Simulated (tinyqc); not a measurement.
Worked calculation: armchair graphene nanoribbon in tight binding. Values are carried at full precision from step to step, so a last printed digit may differ when a step is redone from the rounded ones.

An armchair ribbon of N dimer lines, width (N - 1) sqrt3 acc/2, period 3 acc, one pz orbital a site. In line n, A_n binds to B_n with -t exp(ik/3), times (1 + d) in the two edge lines, and to B_(n-1) and B_(n+1) with -t exp(-ik/6); k runs from -pi to pi. For d = 0 the modes across the ribbon are sin(n p pi/(N + 1)), p = 1 to N, with E = -/+ t sqrt(1 + 4 c^2 + 4 c cos(k/2)), c = cos(p pi/(N + 1)).

Parameters, chosen for this exercise (near those used for graphene; the results hold for these values, not for the real material):

| symbol | value | unit | meaning |
|---|---|---|---|
| t | 2.68 | eV | hopping |
| N | 4 |  | dimer lines |
| k | 1.53 |  | k times the period 3 acc |
| d | 0 |  | relative strengthening of the edge bonds |

## Transverse modes without edge correction

For each p give c, |E| at k = 0, t |1 + 2c|, and |E| at the given k.

Modes:

| p | c | \|E\| at k = 0 (eV) | \|E\| at k (eV) |
|---|---|---|---|
| 1 | 0.8090 | 7.0163 | 6.5386 |
| 2 | 0.3090 | 4.3363 | 4.0411 |
| 3 | -0.3090 | 1.0237 | 1.8766 |
| 4 | -0.8090 | 1.6563 | 3.0363 |

N = 4 = 3 x 1 + 1. No mode has c = -1/2; the nearest, p = 3, leaves a gap of 2.0473 eV.

## The Hamiltonian at k

Fill in the matrix.

H(k) (eV), lower triangle (Hermitian):
```
                 A1               A2               A3               A4  B1  B2
A1                0
A2                0                0
A3                0                0                0
A4                0                0                0                0
B1  -2.3390+1.3083i  -2.5933-0.6760i                0                0   0
B2  -2.5933-0.6760i  -2.3390+1.3083i  -2.5933-0.6760i                0   0   0
B3                0  -2.5933-0.6760i  -2.3390+1.3083i  -2.5933-0.6760i   0   0
B4                0                0  -2.5933-0.6760i  -2.3390+1.3083i   0   0

    B3  B4
B3   0
B4   0   0
```

## Levels at k

Diagonalise H.

levels (eV): -6.5386  -4.0411  -3.0363  -1.8766  1.8766  3.0363  4.0411  6.5386

The levels come in pairs +E, -E because only A-B bonds occur.

## The gap with the edge correction

First order in d: for the mode p nearest to c = -1/2 the gap is 2t |1 + 2c + d w|, w = 4 sin^2(p pi/(N + 1))/(N + 1) being the weight on the two edge lines. Compare with twice the smallest |E| of H(0).

p = 3
w = 0.7236
gap to first order = 2.0473 eV
gap from H(0) = 2.0473 eV

With d = 0 the two agree.

## Checks

- Positive levels of H(k) for d = 0 against the mode formula: they agree to 1e-10 or better.

(tinyqc, `OMP_NUM_THREADS=1 python tinyqc.py 1481506 1481507 out.jsonl`, Intel(R) Xeon(R) Processor @ 2.30GHz, 1 thread, shared host, about 0.03 s.)
